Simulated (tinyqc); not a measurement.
Hydrogenic impurity: series, fields, screening, photoionisation and donor-acceptor pairs: one step, computed by the program tinyqc. Command: `OMP_NUM_THREADS=1 python tinyqc.py 3030080 3030081 out.jsonl hydrogenic walk`. One thread of a shared host (Intel(R) Xeon(R) Processor @ 2.30GHz), about 0.01 s of CPU time with the checks.

One isotropic, parabolic band. Effective units: Ry* and a*, in which H = -nabla^2 - 2/r.

Problem. Effective units and the series. Ry* = Ry m/eps^2, a* = a_0 eps/m; level n is bound by Ry*/n^2; <r> = (3/2) a* in 1s; lines 1s -> np at Ry* (1 - 1/n^2); 1 THz = 4.135667696 meV.

Inputs (values chosen for the exercise, modelled on CdTe): electron mass m = 0.0989 m_0; dielectric constant eps = 10.

Parts treated: magnetic field and photoionisation.

Constants: Ry = 13.605693123 eV; a_0 = 0.529177210903 angstrom; h x 1 THz = 4.135667696 meV.

Give: Ry*; a*; <r> of 1s; Series.

Solution.

Ry* = 13.456 meV

a* = 53.506 angstrom

<r> of 1s = 80.259 angstrom

Series:

| n | binding (meV) | line from 1s (meV) | line (THz) |
|---|---|---|---|
| 2 | 3.3640 | 10.092 | 2.4402 |
| 3 | 1.4951 | 11.961 | 2.8921 |
| 4 | 0.8410 | 12.615 | 3.0503 |
| 5 | 0.5382 | 12.918 | 3.1235 |
